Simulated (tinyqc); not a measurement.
Composition of the buffer: band edges of strained Si(1-x)Ge(x) on relaxed Si(1-y)Ge(y).

Values are linear in the Ge fraction but for ED(x) = linear - CD x (1 - x) and a(x) = linear - Ca x (1 - x). Energies are on the common scale of Ev.

Coherent growth on a (001) face: e_par = (a(y) - a(x))/a(x), e_perp = -2 (C12/C11) e_par; exx = eyy = e_par, ezz = e_perp, no shear.

A valley with unit axis u lies at Ev + gap + (av + a_valley) tr(e) + Xu (u.e.u - tr(e)/3); the Delta axes are x, y, z and the L axes [111], [1-1-1], [-11-1], [-1-11]. The second-order shift of the Delta valleys under shear is left out; it lowers the pair normal to the sheared plane by tens of meV at a shear of 1 %.

Valence edges: Ev plus the levels of the 6 x 6 matrix of X, Y, Z times spin with -Dso/3 + l exx + m (eyy + ezz) on the diagonal (cyclic), n exy off it, l = av + 2 b, m = av - b, n = sqrt(3) d. Spin-orbit term (Dso/3) L.sigma on X, Y, Z with (L_k)_ij = -i epsilon_kij: <X+|H|Y+> = -i Dso/3, <X+|H|Z-> = Dso/3, <Y+|H|Z-> = -i Dso/3, <Z+|H|X-> = -Dso/3, <Z+|H|Y-> = i Dso/3, <X-|H|Y-> = i Dso/3, and their conjugates; + and - are the spin along z.

Parameters, chosen for this exercise (end members near Si and Ge, in this order; shifted at random, so the results belong to these values and not to a real crystal):
```
symbol  value           unit      meaning
a       (5.424, 5.656)  angstrom  lattice constant
Dso     (0.043, 0.291)  eV        spin-orbit splitting
av      (2.47, 1.26)    eV        valence hydrostatic potential
b       (-2.13, -2.53)  eV        tetragonal shear potential
d       (-4.78, -5.24)  eV        trigonal shear potential
C11     (167.9, 128.4)  GPa
C12     (64.3, 48.8)    GPa
C44     (79.2, 67.8)    GPa
Ev      (0, 0.64)       eV        top of the unstrained valence band
ED      (1.158, 0.936)  eV        gap to the Delta valleys
EL      (1.973, 0.738)  eV        gap to the L valleys
aD      (1.84, 1.36)    eV        hydrostatic potential of the Delta gap
aL      (-2.84, -2.87)  eV        hydrostatic potential of the L gap
XuD     (9.41, 9.44)    eV        uniaxial potential, Delta
XuL     (16.11, 15.51)  eV        uniaxial potential, L
CD      0.219           eV        bowing of the Delta gap
Ca      0               angstrom  bowing of the lattice constant
face    001                       growth face
x       0.49                      Ge fraction of the layer
```

The layer is kept. dEc = Ec(buffer) - Ec(layer), dEv = Ev(layer) - Ev(buffer); buffer edges Ev(y) and Ev(y) + min(ED, EL). The digit behind Delta or L counts whole valleys.

Results:
```
y     e_par (%)  lowest valleys  gap (eV)  next valleys above (meV)  valence splitting (meV)  dEc (eV)  dEv (eV)
0.00      -2.05          Delta4     0.756                       341                       83     0.052     0.350
0.14      -1.47          Delta4     0.824                       244                       73     0.026     0.250
0.29      -0.84          Delta4     0.897                       139                       53     0.009     0.143
0.43      -0.25          Delta4     0.965                        42                       19     0.001     0.043
0.57       0.34          Delta2     0.948                        56                       30     0.057    -0.028
0.71       0.92          Delta2     0.860                       153                       89     0.164    -0.068
0.86       1.55          Delta2     0.759                       258                      158     0.258    -0.106
1.00       2.14          Delta2     0.662                       355                      226     0.215    -0.138
```

The gap is 0.756 eV in the first row and 0.662 eV in the last, with its largest listed value, 0.965 eV, at y = 0.43: it peaks near the match y = x, since strain of either sign narrows it. The lowest valleys change: Delta4 to Delta2 between y = 0.43 and 0.57. Per 0.1 of y the valence offset moves by -49 meV on average; the conduction offset lies between +1 and +258 meV, not monotonically. Both carriers sit on one side for y = 0.00, 0.14, 0.29 and 0.43, and on opposite sides elsewhere. Offsets below about 30 meV are within the spread of parameter sets, so those rows do not settle the type. Strains above 2 % can be kept only in layers of a few nanometres.

(tinyqc, `OMP_NUM_THREADS=1 python tinyqc.py 1080414 1080415 out.jsonl`, Intel(R) Xeon(R) Processor @ 2.30GHz, 1 thread, shared host, about 0.01 s.)
